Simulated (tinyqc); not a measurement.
Worked calculation: hydrogenic donor in a hard-walled well (variational). Values are carried at full precision from step to step, so a last printed digit may differ when a step is redone from the rounded ones.

Constants: Ry = 13.60569312 eV; a0 (Bohr radius) = 0.5291772105 angstrom; hbar^2/2m0 = 3.80998211 eV angstrom^2; e^2/(4 pi eps0) = 14.39964547 eV angstrom.

Values chosen for the exercise (near those of InGaAs; not measured data): m = 0.042 m0 (mass); eps = 13.7 (dielectric constant); L = 245 angstrom (well width); zi = 0 angstrom (position of the donor from the centre); lam = 126 angstrom (trial length); lams = (83, 106, 129, 152, 182, 220, 273) angstrom (trial lengths).

## Bulk donor

Ry* = Ry m/eps^2, a* = a0 eps/m, and the subband energy c (pi/L)^2/m with c = hbar^2/2m0.

Ry* = 3.045 meV
a* = 172.61 angstrom
subband energy = 14.92 meV

## One trial length

Trial function cos(pi z/L) exp(-r/lam), r measured from the donor at zi, walls at +/- L/2, one eps everywhere. Counted from the lowest subband, E(lam) = c/(m lam^2) - (q/eps) I0/I1, with I0 the integral of cos^2(pi z/L) exp(-2|z - zi|/lam) over the well and I1 the same with the factor (|z - zi| + lam/2); c = hbar^2/2m0, q = e^2/(4 pi eps0). The binding energy is -E at the minimum.

Evaluate I0, I1 and both terms.

I0 = 73.933 angstrom
I1 = 6700.1 angstrom^2
kinetic term = 5.714 meV
Coulomb term = -11.598 meV
E = -5.884 meV

## Scan and minimum

E for each trial length, then the minimum.

Scan:
```
lam (angstrom)  kinetic (meV)  Coulomb (meV)  E (meV)
83                     13.168        -16.035   -2.867
106                     8.074        -13.263   -5.189
129                     5.451        -11.387   -5.936
152                     3.926        -10.015   -6.089
182                     2.739         -8.682   -5.944
220                     1.874         -7.451   -5.576
273                     1.217         -6.236   -5.019
```

best lam = 151.6 angstrom
binding energy = 6.09 meV
in Ry* = 2.000

At L = 1.42 a* this donor is bound more strongly than in the bulk.

## Checks

- Binding at the centre of a very wide well (200 a*) against Ry*, meV: 3.05 against 3.04.
- Binding in a very thin well (a*/2000) against 4 Ry*, meV: both 12.2.

(tinyqc, `OMP_NUM_THREADS=1 python tinyqc.py 1280421 1280422 out.jsonl`, Intel(R) Xeon(R) Processor @ 2.30GHz, 1 thread, shared host, about 0.02 s.)
